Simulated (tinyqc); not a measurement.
# Step height from the transmission

Question. A single step up from edge 0 (mass mL) to edge U (mass mS) transmits T(E) = 4 vL vR/(vL + vR)^2 with v = k/m, k = sqrt(m (E - edge)/C), C = hbar^2/(2 m0). It is known that vR < vL. Find vR/vL and U.

Inputs (values chosen for the exercise): mass in the left lead mL = 0.26 m0; electron energy E = 4.696 eV; mass beyond the step mS = 0.51 m0.

T(E) = 0.82328975

Answer. The reflection amplitude is sqrt(1 - T(E)) = (1 - y)/(1 + y) with y = vR/vL < 1, and y^2 = (E - U) mL/(E mS).

vR/vL = 0.408
U = 3.16 eV

Program tinyqc, `OMP_NUM_THREADS=1 python tinyqc.py 2560023 2560024 out.jsonl`; Intel Xeon 2.30GHz, shared host, one thread, about 0.03 s.
